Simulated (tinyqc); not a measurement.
Deal-Grove kinetics of thermal oxidation of silicon: one step, computed by the program tinyqc. Command: `OMP_NUM_THREADS=1 python tinyqc.py 3005676 3005677 out.jsonl oxide walk`. One thread of a shared host (Intel(R) Xeon(R) Processor @ 2.30GHz), about 0.07 s of CPU time with the checks.

Oxidant diffuses through the oxide and reacts at the interface, so that dx/dt = B/(A + 2x) for the oxide thickness x.

Question. A single trial Runge-Kutta step of the thin-film equation. With f(x) = B/(A + 2x) + c (B/A) exp(-x/L) and h = L/(4 f(x_i)): k1 = f(x_i), k2 = f(x_i + h k1/2), k3 = f(x_i + h k2/2), k4 = f(x_i + h k3), x = x_i + h (k1 + 2 k2 + 2 k3 + k4)/6.

Inputs (values chosen for the exercise, close to those used for silicon):

| quantity | value | unit |
|---|---|---|
| temperature T | 900 | C |
| initial oxide x_i | 0.1 | um |
| ratio c of the extra rate to B/A | 1.7 | - |
| decay length L | 0.0076 | um |

Ambient: dry oxygen. Surface: (111). Extension: thin-film term.

length A = 0.1064995 um

parabolic constant B = 3.076198e-04 um^2/h

linear constant B/A = 0.002888462 um/h

Give: step h; k1 to k4; x after the step.

Answer.

step h = 1.893 h

k1 to k4 (um/h): 0.001004  0.000997  0.000998  0.000991

x after the step = 0.1019 um
